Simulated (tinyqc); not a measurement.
# MOSFET with velocity saturation and source resistance: output curve without source resistance

Strong inversion, charge Q = Cox (Vg - m V) at channel potential V with Vg the gate overdrive, and drift velocity v = mu E/(1 + mu E/vsat). Integrating along the channel gives I = mu Cox (1/L)(Vg Vd - m Vd^2/2)/(1 + Vd/Vc) per width, Vc = vsat L/mu, which peaks at Vdsat. Units: I in uA/um, Rs in ohm um, so the drop over Rs is 1e-6 I Rs volts.

Vg = Vgs - VT (0 if negative), mu = mu0/(1 + th Vg), Vc = vsat L/mu, x = sqrt(1 + 2 Vg/(m Vc)), Vdsat = 2 Vg/(m (1 + x)), Isat = Cox vsat Vg (x - 1)/(x + 1) per width. Below Vdsat the formula of the introduction holds, beyond it I = Isat; constant velocity-field slope (Vc infinite) gives the second column, with saturation at Vg/m.

Values chosen for this exercise: gate capacitance Cox = 0.86 uF/cm^2; mobility at low gate voltage mu0 = 420 cm^2/(V s); mobility degradation th = 0.4 1/V; saturation velocity vsat = 9.8e6 cm/s; body factor m = 1.27; threshold VT = 0.4 V; channel length L = 0.05 um; gate voltage Vgs = 1.2 V.

Output curve without source resistance:
```
Vd (V)  I without velocity saturation (uA/um)  I (uA/um)
0.08                                    328.0      215.9
0.16                                    611.5      299.9
0.23                                    823.1      330.1
0.31                                     1023      339.6
0.39                                     1179      339.6
0.46                                     1279      339.6
0.54                                     1351      339.6
0.61                                     1378      339.6
0.69                                     1379      339.6
```

Velocity saturation lowers the current by 34 % in the first row and 75 % in the last, and moves saturation from Vg/m = 0.630 V to 0.313 V. In every row the channel is so short that velocity overshoot and near-ballistic transport, left out here, matter.

Computed by the program tinyqc: `OMP_NUM_THREADS=1 python tinyqc.py 2500027 2500028 out.jsonl`, one thread of a shared Intel Xeon 2.30GHz, about 0.01 s for the whole run.
